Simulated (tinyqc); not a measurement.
Changing the salt concentration c: a particle near a wafer in liquid: double-layer and van der Waals forces (DLVO), deposition barrier and removal. Computed by tinyqc, a small Python program. Command: `OMP_NUM_THREADS=1 python tinyqc.py 3111747 3111748 out.jsonl dlvo sweep`. One thread of a shared host (Intel(R) Xeon(R) Processor @ 2.30GHz), about 0.01 s of CPU time with the checks.

Sphere and flat wall, Derjaguin approximation, constant potentials in the linear-superposition form, no retardation and no hydration force.

Inputs (values chosen for the exercise, of the order of those for polymer latex on silicon in water):
```
quantity                             value  unit
particle radius R                       48    nm
Hamaker constant A                 1.5e-20     J
potential of the particle psi_1        -33    mV
potential of the wafer psi_2           -26    mV
valence z of the symmetric salt          1     -
temperature T                          298     K
dielectric constant of the liquid     78.4     -
```

Constants: e = 1.602176634e-19 C; N_A = 6.02214076e+23 1/mol; eps_0 = 8.8541878128e-12 F/m; k_B = 1.380649e-23 J/K; k_B = 8.617333262e-05 eV/K.

Method:
- kappa^2 = 2 z^2 e^2 N_A (1000 c)/(eps eps_0 k_B T); gamma_i = tanh(z e psi_i/(4 k_B T)); Z = 64 pi eps eps_0 (k_B T/(z e))^2 gamma_1 gamma_2.
- U(h) = Z R exp(-kappa h) - A R/(6 h); F(h) = -dU/dh = kappa Z R exp(-kappa h) - A R/(6 h^2), positive for repulsion.
- F = 0 reads x^2 exp(-x) = y with x = kappa h and y = A kappa/(6 Z); the left side peaks at x = 2 with 4/e^2 = 0.5413, so roots exist for smaller y: x < 2 is the barrier, x > 2 the secondary minimum.

One run for each value; columns: (1) salt concentration c (mol/L); (2) barrier height (k_B T); (3) energy at the secondary minimum (k_B T); (4) Debye length (nm); (5) position of the barrier (nm):
```
(1)              (2)      (3)     (4)     (5)
1.00e-05  7.2810e+01  -0.0267  96.113  6.0078
3.00e-05  6.9757e+01  -0.0492  55.491  4.6123
1.00e-04  6.5350e+01  -0.0966  30.394  3.4667
3.00e-04  6.0082e+01  -0.1801  17.548  2.6860
1.00e-03  5.2567e+01  -0.3599   9.611  2.0485
1.00e-02  3.1473e+01  -1.4079   3.039  1.2777
3.00e-02  1.7674e+01  -2.7845   1.755  1.0661
1.00e-01  6.8512e-02  -6.1739   0.961  0.9590
```

Give the missing row, salt concentration c (mol/L) = 3.00e-03.

Computed row; columns: (1) salt concentration c (mol/L); (2) barrier height (k_B T); (3) energy at the secondary minimum (k_B T); (4) Debye length (nm); (5) position of the barrier (nm):
```
(1)              (2)      (3)    (4)     (5)
3.00e-03  4.3739e+01  -0.6843  5.549  1.6189
```

Interpolating between the two neighbouring rows (the first column on a logarithmic scale, the others too where they are positive) misses most in energy at the secondary minimum (k_B T), by 26 %. Over the rows, barrier height (k_B T) falls from 72.8 to 0.0685 (exponent d ln y / d ln x -0.039 between the first rows and -4.6 between the last); energy at the secondary minimum (k_B T) falls from -0.0267 to -6.17 (exponent d ln y / d ln x 0.56 between the first rows and 0.66 between the last); Debye length (nm) falls from 96.1 to 0.961 (exponent d ln y / d ln x about -0.50 throughout).  Left out: 0.300, 1.00 (a listed quantity is not defined there).

Caution (rows 1.00e-5, 3.00e-5, 1.00e-4, 3.00e-4): kappa R is not large, so the Derjaguin approximation is only rough at gaps of the order of the Debye length.

Extremes, crossings and ranges named in words are read from the listed rows.
